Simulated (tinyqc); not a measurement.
Avalanche multiplication and breakdown of a junction from ionisation integrals: one step, computed by the program tinyqc.

Ionisation coefficients follow the local field. Position x runs through the depletion layer from the p side (x = 0), where electrons enter, to the n side (x = w), where holes enter. The built-in voltage is neglected.

Question. Coefficients at the critical field. alpha_n = a_n exp(-(b_n/F)^c), alpha_p = a_p exp(-(b_p/F)^c).

Inputs (values chosen for the exercise, modelled on GaAs): electron prefactor a_n = 208000 1/cm; electron field b_n = 585000 V/cm; hole prefactor a_p = 234000 1/cm; hole field b_p = 657000 V/cm; exponent c = 1.8.

Junction: linearly graded.

critical field F_m = 0.3396044 MV/cm

Give: alpha_n; alpha_p; ratio k = alpha_p/alpha_n; shorter ionisation length.

Answer.

alpha_n = 14527 1/cm

alpha_p = 8806 1/cm

ratio k = alpha_p/alpha_n = 0.6061

shorter ionisation length = 0.6884 micrometre

Electrons ionise more readily at the peak field.
